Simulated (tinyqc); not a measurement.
## Doping and barrier from two capacitances

Inverse problem. A Schottky diode on a uniformly doped n-type layer obeys (A/C)^2 = 2 (Vbi - V - Vt)/(q eps0 eps_r Nd) in reverse bias, with phiB = Vbi + Vt ln(Nc/Nd) and image force ignored. Find Nd, Vbi and phiB.

Parameters, values chosen for the exercise; band and dielectric values close to those of cadmium telluride: temperature T = 300 K; relative permittivity eps_r = 10.2; conduction-band density of states at T Nc = 7.97e17 cm^-3; diode area A = 0.0023 cm^2.

Constants: q = 1.602176634e-19 C, kB = 1.380649e-23 J/K, Vt = kB T/q, eps0 = 8.8541878128e-14 F/cm where lengths are in cm. Results are converted to the units shown.

C at V = -0.1 and -4 V (pF): [160.68367, 63.116280]

Solution. The slope of (A/C)^2 against -V gives Nd, the intercept Vbi - Vt, and the Fermi-level depth Vt ln(Nc/Nd) is added for the barrier.

Nd = 4.80e16 cm^-3
Vbi = 0.637 V
phiB = 0.710 eV

Computed by the program tinyqc: `OMP_NUM_THREADS=1 python tinyqc.py 2020135 2020136 out.jsonl`, one thread of a shared Intel Xeon 2.30GHz, about 0.07 s for the whole run.
